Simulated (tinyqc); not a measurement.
Deep-level transient spectroscopy (DLTS) of one majority-carrier trap: one step, computed by the program tinyqc.

A filling pulse loads the traps in a one-sided junction; under reverse bias they empty at the rate e, and the capacitance relaxes as C(t) = C_0 - dC exp(-e t). The signal is S = [C(t_2) - C(t_1)]/dC.

Question. Rate window and signal. S(e) = exp(-e t_1) - exp(-e t_2) peaks at the rate window e_0 = ln(t_2/t_1)/(t_2 - t_1).

Inputs (values chosen for the exercise, with mass and screening modelled on silicon): gate time t_1 = 0.001 s; ratio t_2/t_1 = 2.5; temperature T = 111 K.

Carriers: holes. Extra term: none.

emission rate e = 19.53628 1/s

Give: rate window e_0; peak height S_max; signal at T.

Answer.

rate window e_0 = 610.9 1/s

peak height S_max = 0.3257

signal at T = 0.02832

At this T the trap empties slower than the window, by a factor 31.3: the point lies on the low-temperature side of the peak.
